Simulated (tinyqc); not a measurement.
Wafer bonding and layer transfer: bond energy, gap closing, particles, bonding of dissimilar wafers and hydrogen blisters: one step, computed by the program tinyqc.

gamma is the energy per area of each of the two surfaces; plates are isotropic.

Problem. Void around a particle. E' = E1/(1 - nu^2), equal wafers assumed. Void radius in the plate regime: R_v = [(2/3) E' t1^3/gamma]^(1/4) h^(1/2). Below h_crit = 5 sqrt(t1 gamma/E') the wafers deform locally and R_v is of the order of h (taken as h).

Inputs (values chosen for the exercise, for model wafers): Young's modulus E1 = 165 GPa; Poisson ratio nu = 0.28; thickness t1 = 625 micrometre; particle radius h = 0.17 micrometre.

bond energy gamma = 0.08362187 J/m^2

Give: critical particle radius; void radius.

Solution.

critical particle radius = 0.085428 micrometre

void radius = 1781.4 micrometre

The void is 10000 times the particle.
